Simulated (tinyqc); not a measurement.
What moves the count of states: density of states of one tight-binding band of a chain.

E(k) = -2 t cos(2 pi k) - 2 t2 cos(4 pi k); k in fractions of the reciprocal vectors, mesh k_i = j/N with j = 0 .. N-1. Densities are per cell and per spin, so the band holds one state.

Each interval of the mesh is a segment with E linear in k: n = (E - e1)/(e2 - e1), g = 1/(e2 - e1) between its end values.

Gaussian broadening: g(E) = mean over the mesh of exp(-(E - E_k)^2/(2 sigma^2))/(sigma sqrt(2 pi)), n(E) = mean of erfc((E_k - E)/(sigma sqrt 2))/2.

Inputs chosen for the exercise: t = 1.31 eV (nearest hopping); t2 = 0.13 eV (second hopping); E = -2.11 eV (energy at which the density is wanted); sigma = 0.655 eV (Gaussian width).

Linear method and Gaussian sum with N = 400.

One parameter was then changed.

Results before and after:

| case | n linear | g linear (1/eV) | n Gaussian | g Gaussian (1/eV) |
|---|---|---|---|---|
| base | 0.2137 | 0.1496 | 0.1983 | 0.1576 |
| changed | 0.2327 | 0.1405 | 0.2187 | 0.1538 |

Which of these changes was made? (a) sigma = 1.31 eV; (b) t2 = 0.196 eV; (c) t = 1.441 eV; (d) E = -1.979 eV.
Answer: (d) E = -1.979 eV. Of the candidates, run in turn, only this one gives the changed row.

All candidates:

| case | n linear | g linear (1/eV) | n Gaussian | g Gaussian (1/eV) |
|---|---|---|---|---|
| base | 0.2137 | 0.1496 | 0.1983 | 0.1576 |
| t = 1.441 eV | 0.2409 | 0.1269 | 0.2288 | 0.1417 |
| E = -1.979 eV | 0.2327 | 0.1405 | 0.2187 | 0.1538 |
| sigma = 1.31 eV | 0.2137 | 0.1496 | 0.2044 | 0.1218 |
| t2 = 0.196 eV | 0.2177 | 0.1314 | 0.2047 | 0.1438 |

(tinyqc, `OMP_NUM_THREADS=1 python tinyqc.py 1651074 1651075 out.jsonl`, Intel(R) Xeon(R) Processor @ 2.30GHz, 1 thread, shared host, about 0.01 s.)
